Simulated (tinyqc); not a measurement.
# Changing the spread s_d

Model: hydrogen passivation and dissociation of interface defects with a spread of activation energies. Computed by tinyqc, a small Python program. Command: `OMP_NUM_THREADS=1 python tinyqc.py 3022215 3022216 out.jsonl passivation sweep`. One thread of a shared host (Intel(R) Xeon(R) Processor @ 2.30GHz), about 0.01 s of CPU time with the checks.

All defects start passivated and lose hydrogen by HP -> P + H; no hydrogen is supplied. Activation energies are normally distributed.

Inputs (values chosen for the exercise, for a model interface):

| quantity | value | unit |
|---|---|---|
| defect density N_0 | 5e+11 | cm^-2 |
| mean dissociation energy E_d | 2.92 | eV |
| prefactor k_d0 | 1.9e+13 | 1/s |
| anneal temperature T | 950 | K |
| anneal time t | 330 | s |

Ambient: vacuum.

Constants: k_B = 8.617333262e-05 eV/K.

Method. b = k_d0 exp(-E_d/k_B T); the active share of one kind of site is 1 - exp(-b t). Full average: z from -5 to 5 in steps of 0.125 with normalised weights exp(-z^2/2), energy = mean + spread x z.

One run for each value:

| spread s_d (eV) | active share | active share, single energy |
|---|---|---|
| 0.010 | 0.8661 | 0.8681 |
| 0.037 | 0.8438 | 0.8681 |
| 0.064 | 0.8096 | 0.8681 |
| 0.091 | 0.7749 | 0.8681 |
| 0.120 | 0.7418 | 0.8681 |
| 0.150 | 0.7130 | 0.8681 |
| 0.170 | 0.6966 | 0.8681 |
| 0.200 | 0.6757 | 0.8681 |

Over the rows, active share falls from 0.866 to 0.676 (exponent d ln y / d ln x -0.020 between the first rows and -0.19 between the last); active share, single energy does not change. A wider spread adds strongly bound sites that hold their hydrogen.
